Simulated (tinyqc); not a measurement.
Quantum-confined Stark effect in a modulator well, step by step. Values are carried at full precision from step to step, so a last printed digit may differ when a step is redone from the rounded ones.

Constants: hbar^2/2m0 = 3.80998211 eV angstrom^2; e^2/(4 pi eps0) = 14.39964547 eV angstrom; hc = 1239.841984 eV nm.

Inputs chosen for the exercise (near those of an InGaAsP well in InP; the results hold for these values, not for the real material):
- L = 64 angstrom (well width)
- me = 0.0502 m0 (electron, well)
- mh = 0.357 m0 (heavy hole along z, well)
- F = 63 kV/cm (field)
- Vc = 0.185 eV (conduction offset)
- Vv = 0.309 eV (heavy-hole offset)
- meb = 0.0767 m0 (electron, barrier)
- mhb = 0.494 m0 (heavy hole, barrier)
- Eg = 0.862 eV (gap of the well)
- mp = 0.104 m0 (heavy hole in the plane)
- eps = 13.1 (dielectric constant)
- dE = 7 meV (operating point below the zero-field line)
- G = 4 meV (half width of the exciton line)

## Estimate for hard walls

Second order: each level moves by -C m (e F)^2 L^4/(2c), C = (15/pi^2 - 1)/(24 pi^2), c = hbar^2/2m0, 1 kV/cm = 1e-5 eV/angstrom. It holds while e F L is no more than about twice 3 c pi^2/(m L^2).

Estimate:
```
carrier     shift (meV)  e F L over the level spacing
electron          -0.10                          0.07
heavy hole        -0.68                          0.52
```

The hole, 7.1 times heavier, carries 88 % of the estimated shift; for hard walls second order errs by about 2 % at a ratio of 1 and 13 % at 3.

## Levels and envelopes

Envelopes on cells of 0.5 angstrom over the well |z| < L/2 and 45 angstrom of barrier on each side, psi = 0 beyond, psi'/m continuous (mean mass between points), c = hbar^2/2m0. The electron sees + e F z and the hole - e F z, each with its offset in the barriers; 1 kV/cm = 1e-5 eV/angstrom. Light holes, band mixing and escape by tunnelling are left out.

Ground levels, squared overlap and separation <z>_h - <z>_e without and with the field.

Results:
```
F (kV/cm)  E_e (meV)  E_h (meV)  overlap^2  separation (angstrom)
0              58.02      17.37      0.896                    0.0
63             56.90      15.87      0.847                    8.2
```

The electron level moves by -1.12 meV (11.7 times the hard-wall estimate, since it leaks into the barriers and sees a wider well) and the hole level by -1.50 meV (2.19 times).

## Exciton

Exciton: in-plane function exp(-rho/lam), 1/mu = 1/me + 1/mp, E(lam) = c/(mu lam^2) - (q/eps) times the integral over k of Fm(k)(1 + (k lam/2)^2)^(-3/2), Fm(k) the double integral of psi_e^2 psi_h^2 exp(-k |z - z'|), q = e^2/(4 pi eps0); binding Eb = -E at the minimum. Line at Eg + E_e + E_h - Eb, strength proportional to overlap^2/lam^2.

Minimise over lam without and with the field.

Results:
```
F (kV/cm)  lam (angstrom)  Eb (meV)  line (eV)      nm  overlap^2/lam^2 (1e-4/angstrom^2)
0                   149.0      7.01     0.9304  1332.6                             0.4036
63                  150.6      6.93     0.9278  1336.3                             0.3737
```

The weaker binding gives back 0.09 meV of the red shift, leaving 2.5 meV; the strength falls to 93 %.

## Contrast at the operating point

With a Gaussian line of half width G, the absorption at E_op = line(0) - dE is proportional to strength x exp(-ln2 ((E_op - line)/G)^2); continuum absorption is left out. Give it at both fields, relative to the zero-field peak.

E_op = 0.9234 eV
wavelength = 1342.7 nm

absorption without and with the field: [0.12, 0.39]

The field changes the absorption by +0.27 of the zero-field peak. The zero-field tail still absorbs here, since dE is no more than 2G, which costs insertion loss.

## Checks

- Zero-field levels against the matching condition of the square well, meV: largest difference 7.3e-01.
- Slope d(E_e + E_h)/dF against minus the separation (Hellmann-Feynman), angstrom: both -8.2.

(tinyqc, `OMP_NUM_THREADS=1 python tinyqc.py 1281183 1281184 out.jsonl`, Intel(R) Xeon(R) Processor @ 2.30GHz, 1 thread, shared host, about 0.2 s.)
